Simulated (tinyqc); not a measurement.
Resonant-tunnelling diode, transfer matrices and Tsu-Esaki current: two steps of the calculation.

Emitter (band edge 0), barrier d1, well Lw, barrier d2, spacer ds, collector (edge -V). The bias drops linearly over these layers and none in the contacts; each layer is cut into ns equal slices, flat at the value of their centres. E is the energy of motion across the layers, C = hbar^2/(2 m0), psi and psi'/m are continuous. Transport is coherent, T(E) is taken as independent of the transverse momentum, and charge in the well is ignored.

Inputs (values chosen for the exercise); masses and offsets of a made-up heterostructure:
- T = 77 K (temperature)
- mw = 0.04 m0 (mass in the well, spacer and contacts)
- U1 = 1.3 eV (barrier height)
- m1 = 0.21 m0 (barrier mass)
- d1 = 0.8 nm (emitter barrier)
- Lw = 2.4 nm (well width)
- d2 = 0.8 nm (collector barrier)
- ns = 2 (slices in each layer)
- ds = 2.2 nm (undoped spacer after the collector barrier)
- Ef = 0.21 eV (Fermi energy of both contacts above their band edges)
- V = 0.55 V (bias of the collector)

Constants: q = 1.602176634e-19 C, kB = 1.380649e-23 J/K, hbar = 1.054571817e-34 J s, m0 = 9.1093837015e-31 kg, Vt = kB T/q. Results are converted to the units shown.

Task 1. Slices under bias. U = edge of the layer - V x/Lt at the centre x of each slice, Lt the summed thickness.

Find: U; m; width.

Result 1.

| slice | U (eV) | m (m0) | width (nm) |
|---|---|---|---|
| 0 | 1.282 | 0.21 | 0.4000 |
| 1 | 1.247 | 0.21 | 0.4000 |
| 2 | -0.124 | 0.04 | 1.200 |
| 3 | -0.231 | 0.04 | 1.200 |
| 4 | 0.998 | 0.21 | 0.4000 |
| 5 | 0.963 | 0.21 | 0.4000 |
| 6 | -0.404 | 0.04 | 1.100 |
| 7 | -0.501 | 0.04 | 1.100 |

Task 2. Current from the resonance alone. J = J0 times the integral over E > 0 of T(E) N(E), N = ln[(1 + exp((Ef - E)/Vt))/(1 + exp((Ef - V - E)/Vt))], J0 = q^2 mw m0 kB T/(2 pi^2 hbar^3) (times 1e-4 for A/cm^2 per eV). For a sharp resonance J = J0 (pi G/2) Tp N(Er), with Er the peak energy, Tp the peak transmission and G the full width at half maximum (in eV). The three values given are estimates from a parabola through three points of 1/T(E).

Er = 0.12182981 eV
Tp = 0.94386920
G = 19.589221 meV

Give: J0; N(Er); J.

Result 2.

J0 = 4.295e6 A/(cm^2 eV)
N(Er) = 13.29
J = 1658 kA/cm^2

The full integral over T(E) gives 1510 kA/cm^2; the value above is 9.7 % above it.

Numbers from tinyqc (`OMP_NUM_THREADS=1 python tinyqc.py 2600008 2600009 out.jsonl`; about 0.1 s on one thread of a shared Intel Xeon 2.30GHz).
